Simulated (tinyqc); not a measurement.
# ESD clamp with bipolar snapback, compact model and design window: effects of single changes

The drain junction multiplies the current that enters it: Igen = (M - 1)(Ic + I0), M = 1/(1 - (Vj/BV)^n). The generated holes leave through the substrate resistance and the base of the parasitic npn: Igen = Vb/Rb + Ic/be, Ic = Is exp(Vb/Vt). Terminal current I = Ic + I0 + Igen and voltage V = Vj + I Ro, per width. Isothermal, constant gain.

Inputs (values chosen for the exercise); values close to those of grounded-gate n-channel clamps: temperature T = 300 K; junction breakdown voltage BV = 10.5 V; exponent of the multiplication n = 3.9; current gain of the parasitic npn be = 11.3; saturation current Is = 3.8e-17 A/um; junction leakage I0 = 2.1e-12 A/um; substrate resistance Rb = 31000 ohm um; drain ballast and contact resistance Ro = 320 ohm um; failure current for 100 ns It2 = 10.8 mA/um.

Constants: q = 1.602176634e-19 C, kB = 1.380649e-23 J/K, Vt = kB T/q. Results are converted to the units shown.

Each table varies one quantity; the others keep the values above.

## Effect of the current gain of the parasitic npn

For given Vb: Ic, Igen, M = 1 + Igen/(Ic + I0), Vj = BV (1 - 1/M)^(1/n), I and V. Vt1 is the maximum of V along the curve, Vh the following minimum, Vt2 the voltage at I = It2. It1 and Ih are the currents at Vt1 and Vh.

The same in every row: Vt1 (V) = 10.50.

Results:

| be | It1 (uA/um) | Vh (V) | Ih (uA/um) | Vt2 (V) | Vt2 - Vt1 (V) |
|---|---|---|---|---|---|
| 1 | 14.61 | 9.053 | 397.8 | 12.25 | 1.748 |
| 1.7 | 14.61 | 8.470 | 499.4 | 11.60 | 1.100 |
| 2.9 | 14.61 | 7.819 | 619.5 | 10.88 | 0.3725 |
| 4.9 | 14.61 | 7.168 | 756.3 | 10.14 | -0.3662 |
| 8.2 | 14.61 | 6.560 | 909.5 | 9.432 | -1.073 |
| 24 | 14.61 | 5.501 | 1286 | 8.127 | -2.378 |
| 40 | 14.61 | 5.119 | 1485 | 7.611 | -2.894 |

Estimate the missing row, be = 14.

Computed row:

| be | It1 (uA/um) | Vh (V) | Ih (uA/um) | Vt2 (V) | Vt2 - Vt1 (V) |
|---|---|---|---|---|---|
| 14 | 14.61 | 5.991 | 1088 | 8.747 | -1.757 |

With this row back in the table: As be goes from 1 to 40, Vt1 stays near 10.5 V, It1 stays near 14.6 uA/um, Vh falls from 9.05 to 5.12 V and Vt2 falls from 12.3 to 7.61 V. Vt2 exceeds Vt1, the condition for all fingers to turn on, in 3 of the 8 rows. A higher gain needs less multiplication to hold, so Vh falls.

## Effect of the exponent of the multiplication

Same model as above.

Result of one run:

| n | Vt1 (V) | It1 (uA/um) | Vh (V) | Ih (uA/um) | Vt2 (V) | Vt2 - Vt1 (V) |
|---|---|---|---|---|---|---|
| 5.5 | 10.50 | 14.91 | 7.287 | 919.3 | 10.14 | -0.3608 |

What becomes of these results when the exponent of the multiplication n is changed from 5.5 to 4, all else the same?

Result of the changed run:

| n | Vt1 (V) | It1 (uA/um) | Vh (V) | Ih (uA/um) | Vt2 (V) | Vt2 - Vt1 (V) |
|---|---|---|---|---|---|---|
| 4 | 10.50 | 14.63 | 6.295 | 1008 | 9.103 | -1.401 |

The whole series:

| n | Vt1 (V) | It1 (uA/um) | Vh (V) | Ih (uA/um) | Vt2 (V) | Vt2 - Vt1 (V) |
|---|---|---|---|---|---|---|
| 2 | 10.50 | 14.02 | 3.719 | 1081 | 6.493 | -4.011 |
| 2.5 | 10.50 | 14.22 | 4.579 | 1083 | 7.348 | -3.156 |
| 3 | 10.50 | 14.38 | 5.271 | 1065 | 8.048 | -2.456 |
| 3.5 | 10.50 | 14.51 | 5.833 | 1038 | 8.624 | -1.880 |
| 4 | 10.50 | 14.63 | 6.295 | 1008 | 9.103 | -1.401 |
| 4.5 | 10.50 | 14.74 | 6.682 | 977.8 | 9.506 | -0.9986 |
| 5 | 10.50 | 14.83 | 7.008 | 947.9 | 9.849 | -0.6557 |
| 5.5 | 10.50 | 14.91 | 7.287 | 919.3 | 10.14 | -0.3608 |
| 6 | 10.50 | 14.99 | 7.527 | 892.1 | 10.40 | -0.1046 |

As n goes from 2 to 6, Vt1 stays near 10.5 V, It1 rises from 14.0 to 15.0 uA/um, Vh rises from 3.72 to 7.53 V and Vt2 rises from 6.49 to 10.4 V. Vt2 exceeds Vt1, the condition for all fingers to turn on, in 0 of the 9 rows.

## Failure current against pulse length

Power to failure goes as 1/t for pulses shorter than ta = 9.5 ns (adiabatic) and as 1/sqrt(t) beyond: Pf = P100 sqrt(100 ns/t) for t > ta and Pf(ta) ta/t below, with P100 = Vt2 It2 at 100 ns. The failure current solves V I = Pf on the curve (I(Vb), V(Vb)).

Failure current against pulse length:

| t (ns) | Pf (mW/um) | failure current (mA/um) | V at failure (V) | energy (nJ/um) |
|---|---|---|---|---|
| 1 | 3001 | 88.59 | 33.87 | 3.001 |
| 2 | 1500 | 60.38 | 24.85 | 3.001 |
| 5 | 600.1 | 35.52 | 16.90 | 3.001 |
| 10 | 307.8 | 23.55 | 13.07 | 3.078 |
| 20 | 217.7 | 18.82 | 11.56 | 4.354 |
| 50 | 137.7 | 13.81 | 9.969 | 6.884 |
| 100 | 97.35 | 10.80 | 9.014 | 9.735 |
| 200 | 68.84 | 8.352 | 8.242 | 13.77 |
| 500 | 43.54 | 5.837 | 7.458 | 21.77 |

Read the table: what changes, and by how much?

The failure current falls from 88.6 to 5.84 mA/um, as t^(-0.55) at the start and t^(-0.39) at the end, more slowly than the power since V rises with I. The voltage at failure falls from 33.9 to 7.46 V.

Numbers from tinyqc (`OMP_NUM_THREADS=1 python tinyqc.py 2670136 2670137 out.jsonl`; about 0.02 s on one thread of a shared Intel Xeon 2.30GHz).
